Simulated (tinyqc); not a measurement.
Inside a calculation. Method: plane-wave Kohn-Sham cycle with exchange-only LDA in a layered model solid. One step of it, computed by the program tinyqc.

Task: Iteration 1: potential. V_H(G) = 4 pi rho(G)/G^2 for G != 0 (uniform background); v_x = -(3 rho/pi)^(1/3); V = V_ext + V_H + v_x; Fourier components f(G_m) = (1/N) sum_j f(x_j) exp(-i G_m x_j).

A solid whose potential varies along x alone (atomic units):
```
parameter                      value
period a                    7.400000
cross-section of the cell   8.000000
electrons per cell                 2
grid points                       16
plane waves -n..n, n               3
k points                           2
V1 in V1 cos(2 pi x/a)     -0.260000
V2 in V2 cos(4 pi x/a)     -0.190000
```

density at the start, on the grid x_j = j a/N (e/bohr^3): [0.03378378, 0.03378378, 0.03378378, 0.03378378, 0.03378378, 0.03378378, 0.03378378, 0.03378378, 0.03378378, 0.03378378, 0.03378378, 0.03378378, 0.03378378, 0.03378378, 0.03378378, 0.03378378]

Give: Potentials on the grid; V(G_m), m = 0, 1, 2, ....

Result:

Potentials on the grid (hartree):
```
x         V_ext     V_H      v_x        V
0.0000  -0.4500  0.0000  -0.3183  -0.7683
0.4625  -0.3746  0.0000  -0.3183  -0.6929
0.9250  -0.1838  0.0000  -0.3183  -0.5022
1.3875   0.0349  0.0000  -0.3183  -0.2835
1.8500   0.1900  0.0000  -0.3183  -0.1283
2.3125   0.2338  0.0000  -0.3183  -0.0845
2.7750   0.1838  0.0000  -0.3183  -0.1345
3.2375   0.1059  0.0000  -0.3183  -0.2125
3.7000   0.0700  0.0000  -0.3183  -0.2483
4.1625   0.1059  0.0000  -0.3183  -0.2125
4.6250   0.1838  0.0000  -0.3183  -0.1345
5.0875   0.2338  0.0000  -0.3183  -0.0845
5.5500   0.1900  0.0000  -0.3183  -0.1283
6.0125   0.0349  0.0000  -0.3183  -0.2835
6.4750  -0.1838  0.0000  -0.3183  -0.5022
6.9375  -0.3746  0.0000  -0.3183  -0.6929
```

V(G_m), m = 0, 1, 2, ... (hartree): [-0.3183, -0.1300, -0.0950, 0.0000, 0.0000, 0.0000, 0.0000]
